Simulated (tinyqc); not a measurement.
True capacitance, leakage and series resistance from two frequencies.

Question. A capacitance C in parallel with G and in series with Rs is measured as Cp and D = Gp/(w Cp) at two frequencies. The series reading Cs = Cp (1 + D^2) equals C + G^2/(w^2 C), and Re Z = D/(w Cp (1 + D^2)) = Rs + G/(G^2 + w^2 C^2). Find C, G and Rs.

f (Hz): 10000  50000
Cp (pF): 80.9122453  80.9121971
D: 0.209145202  0.0425855696

Solution. w^2 Cs = w^2 C + G^2/C is a straight line in w^2 with slope C; the intercept gives G, and the real part then gives Rs.

C = 80.9 pF
G = 1.06 uS
Rs = 31.0 ohm

Program tinyqc, `OMP_NUM_THREADS=1 python tinyqc.py 2022128 2022129 out.jsonl`; Intel Xeon 2.30GHz, shared host, one thread, about 0.01 s.
